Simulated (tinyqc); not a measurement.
Strained alloy layer of InAs and GaAs on (001) InP, model-solid band line-up: one step of the calculation.

The layer is x parts of the first compound and 1 - x of the second, grown coherently on the third as substrate and barrier. Rows of the table: lattice constant a, average valence level Ea on an absolute scale, spin-orbit splitting so, gaps at Gamma, X and L, hydrostatic deformation potentials av and ac (Gamma), shear potential b, elastic constants, electron and heavy-hole (along z) masses. All are interpolated linearly in x; gaps get -C x (1 - x), taken wholly in the conduction band; real line-ups can differ from this model by 0.1 eV or more.

Problem. Electron to heavy-hole transition of the well. In-plane strain e = (a_substrate - a)/a, e_z = -2 (c12/c11) e, volume change 2 e + e_z. With v = 2 e + e_z and d = 2 b (e_z - e): Eav = Ea + av v; E_hh = Eav + so/3 - d/2; E_lh = Eav - so/6 + d/4 + sqrt(so^2 + so d + 9 d^2/4)/2; E_c = Ea + so/3 + EG + ac v (Gamma). Substrate: E_v = Ea + so/3, E_c = E_v + EG. Well depths: dEc = E_c(substrate) - E_c, dEhh = E_hh - E_v(substrate), dElh likewise; strained Gamma gap E_c - max(E_hh, E_lh); positive values confine carriers in the layer.

Lowest level of a finite well of width Lw and depth V: kw Lw/2 = arctan(sqrt((mw/mb)(V - E)/E)), kw = sqrt(mw E/C), C = hbar^2/(2 m0), for electrons (dEc) and heavy holes (dEhh), mb from the substrate; transition E_c - E_hh + both levels, without exciton binding; wavelength h c/E.

Parameters, values chosen for the exercise:
- x = 0.76 (fraction of the first compound in the layer)
- CG = 0.477 eV (bowing of the Gamma gap)
- CX = 1.4 eV (bowing of the X gap)
- CL = 0.33 eV (bowing of the L gap)
- Lw = 14.9 nm (layer thickness)

Constants: q = 1.602176634e-19 C, hbar = 1.054571817e-34 J s, h = 6.62607015e-34 J s, m0 = 9.1093837015e-31 kg, c = 299792458 m/s, hbar^2/(2 m0) = 0.0380998212 eV nm^2. Results are converted to the units shown.

Binary compounds, values chosen for the exercise:
```
              close to InAs  close to GaAs  close to InP
a (angstrom)          6.058          5.653         5.869
Ea (eV)               -6.67          -6.92         -7.04
so (eV)               0.384          0.343         0.111
EG (eV)               0.349           1.42          1.36
EX (eV)                1.37            1.9          2.22
EL (eV)                1.06           1.73          1.92
av (eV)                   1           1.15          1.29
ac (eV)               -5.08          -7.13         -5.11
b (eV)                 -1.8          -1.68          -1.7
c11 (GPa)              84.3            120           101
c12 (GPa)              45.2           53.5          56.3
me (m0)               0.023         0.0671        0.0799
mh (m0)               0.328           0.35         0.534
```

Wanted: electron mass in the layer; heavy-hole mass in the layer; electron level; heavy-hole level; transition energy; wavelength.

Solution.

electron mass in the layer = 0.03358 m0
heavy-hole mass in the layer = 0.3333 m0
electron level = 27.24 meV
heavy-hole level = 4.302 meV
transition energy = 0.5957 eV
wavelength = 2081 nm

Computed by the program tinyqc: `OMP_NUM_THREADS=1 python tinyqc.py 2690173 2690174 out.jsonl`, one thread of a shared Intel Xeon 2.30GHz, about 0.01 s for the whole run.
